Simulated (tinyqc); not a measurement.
Cyclotron resonance of ellipsoidal valleys, Si type, step by step. Values are carried at full precision from step to step, so a last printed digit may differ when a step is redone from the rounded ones.

Valleys along [100], [010], [001] (each with its opposite partner), mass ml along the axis and mt across it. B lies in the (1-10) plane, b = (sin(theta)/sqrt2, sin(theta)/sqrt2, cos(theta)). For the angle phi between B and the axis, 1/mc^2 = cos^2(phi)/mt^2 + sin^2(phi)/(mt ml). Resonance: h nu = 2 muB B/mc, h = 2 pi hbar.

Constants: hbar = 6.58211957e-16 eV s; muB = 5.788381798e-05 eV/T.

Parameters, chosen for this exercise (near those of Si; the results hold for these values, not for the real material):
- theta = 81 degrees (angle of B from [001] towards [110])
- ml = 0.885 m0 (longitudinal mass)
- mt = 0.187 m0 (transverse mass)
- nu = 35 GHz (microwave frequency)
- tau = 34 ps (scattering time)

## Angles to the valley axes

Give b and cos^2(phi) for each axis.

b: 0.6984  0.6984  0.1564

cos^2(phi): [100] 0.4878, [010] 0.4878, [001] 0.0245

## Cyclotron masses and resonance fields

For each axis, mc and B = h nu mc/(2 muB).

Resonances:

| axis | mc (m0) | B (T) |
|---|---|---|
| [100] | 0.2422 | 0.3029 |
| [010] | 0.2422 | 0.3029 |
| [001] | 0.3894 | 0.4869 |

2 distinct masses appear; the limits are mt = 0.187 (B along the axis) and sqrt(ml mt) = 0.4068 (B across it).

## The same from the mass tensor

For the valley along [001]: M = mt 1 + (ml - mt) a a^T, and mc^2 = det M/(b M b).

M (m0), lower triangle:
```
        x       y       z
x  0.1870
y       0  0.1870
z       0       0  0.8850
```

det M = 0.030948
b M b = 0.2041
mc = 0.3894 m0

## Line shape

For linear polarisation and one isotropic mass the absorbed power goes as P = [1 + (w^2 + wc^2) tau^2]/([1 + (wc^2 - w^2) tau^2]^2 + 4 w^2 tau^2), w = 2 pi nu. List it for wc/w = 0, 0.5, 0.8, 0.9, 1, 1.1, 1.2, 1.5 and 2, which is B over the resonance field.

w tau = 7.477

Power:

| wc/w | P |
|---|---|
| 0.0 | 0.01757 |
| 0.5 | 0.03733 |
| 0.8 | 0.1572 |
| 0.9 | 0.3232 |
| 1.0 | 0.5022 |
| 1.1 | 0.3227 |
| 1.2 | 0.1563 |
| 1.5 | 0.03481 |
| 2.0 | 0.009778 |

The largest listed value lies at wc/w = 1.0, 28.6 times the zero-field value. With w tau well above 1 the line is sharp, of relative half width about 1/(w tau). The closest two lines of this crystal are 60.8 % apart, so they are resolved.

## Checks

- Rotation frequency of dv/dt = -M^-1 (v x b) for the valley along [001], in units of e B/m0, against 1/mc: both 2.5680.

Program tinyqc; command `OMP_NUM_THREADS=1 python tinyqc.py 1252563 1252564 out.jsonl`; about 0.01 s on one thread of a shared Intel(R) Xeon(R) Processor @ 2.30GHz.
